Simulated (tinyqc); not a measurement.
Mean-field antiferromagnet of the Hubbard model on the simple cubic lattice, step by step. Values are carried at full precision from step to step, so a last printed digit may differ when a step is redone from the rounded ones.

e(k) = -2 t (cx + cy + cz) - 4 t2 (cx cy + cy cz + cz cx), ci = cos ki; one electron a site; Q = (pi, pi, pi). <n_up - n_dn> = m cos(Q.R) gives Delta = U m/2 and bands E = e+ -/+ sqrt(e-^2 + Delta^2), e+- = (e(k) +- e(k + Q))/2 (the constant U/2 is dropped). Means run over the mesh k_i = 2 pi (j + 1/2)/N of the whole zone: mu from mean(f(E-) + f(E+)) = 1; m(out) = mean of Delta (f(E-) - f(E+))/sqrt(e-^2 + Delta^2); free energy per site F = -kT mean[ln(1 + exp(-(E- - mu)/kT)) + ln(1 + exp(-(E+ - mu)/kT))] + mu + U m^2/4.

Constants: kB = 8.617333262e-05 eV/K.

Parameters, chosen for this exercise: t = 0.27 eV (nearest hopping); t2 = -0.02 eV (second hopping); N = 4 (mesh); U = 0.97 eV (on-site repulsion); m0 = 0.57 (starting staggered moment); T = 300 K.

## Folded levels on the mesh

Collect the points with equal |e-| and e+.

Classes of points:

| \|e-\| (eV) | e+ (eV) | points |
|---|---|---|
| 0.381838 | -0.040000 | 48 |
| 1.145513 | 0.120000 | 16 |

## One mean-field step

From m = m0 form Delta, the two bands of each class and m(out).

Delta = 0.2764 eV

E-, E+ and Delta/sqrt(e-^2 + Delta^2) of each class:

| \|e-\| (eV) | E- (eV) | E+ (eV) | Delta/sqrt(e-^2 + Delta^2) |
|---|---|---|---|
| 0.3818 | -0.5114 | 0.4314 | 0.5864 |
| 1.1455 | -1.0584 | 1.2984 | 0.2346 |

m(out) = 0.4985

m(out) is below m0, so the next step starts from a smaller moment.

## Self-consistency

Repeat with m = m(out) until |m(out) - m| < 1e-8; F(0) is the free energy at m = 0.

Iterations:

| step | m | Delta (eV) | m(out) | F (eV) |
|---|---|---|---|---|
| 1 | 0.570000 | 0.27645 | 0.498476 | -0.569367 |
| 2 | 0.498476 | 0.24176 | 0.452832 | -0.571385 |
| 3 | 0.452832 | 0.21962 | 0.421013 | -0.572238 |
| 4 | 0.421013 | 0.20419 | 0.397547 | -0.572663 |
| 5 | 0.397547 | 0.19281 | 0.379556 | -0.572899 |
| 6 | 0.379556 | 0.18408 | 0.365368 | -0.573039 |
| 7 | 0.365368 | 0.17720 | 0.353938 | -0.573127 |
| 8 | 0.353938 | 0.17166 | 0.344574 | -0.573184 |
| 120 | 0.287243 | 0.13931 | 0.287243 | -0.573323 |
| 121 | 0.287243 | 0.13931 | 0.287243 | -0.573323 |
| 122 | 0.287243 | 0.13931 | 0.287243 | -0.573323 |
| 123 | 0.287243 | 0.13931 | 0.287243 | -0.573323 |
| 124 | 0.287243 | 0.13931 | 0.287243 | -0.573323 |
| 125 | 0.287243 | 0.13931 | 0.287243 | -0.573323 |

m = 0.2872
Delta = 0.1393 eV
lowest E+ minus highest E- on the mesh = 0.8129 eV
F - F(0) = -0.57 meV

Converged in 125 steps. The ordered state lies 0.57 meV a site below the paramagnet and is an insulator on this mesh. A mesh of N = 16 gives m = 0.531 and F - F(0) = -15.5 meV.

## Checks

- Energy gain at U = 400 t against the exchange limit -z t^2/U a site (z neighbours), counted from -U/4 (eV): both -0.00405.

tinyqc: `OMP_NUM_THREADS=1 python tinyqc.py 1680368 1680369 out.jsonl`; about 0.4 s, one thread, shared Intel(R) Xeon(R) Processor @ 2.30GHz.
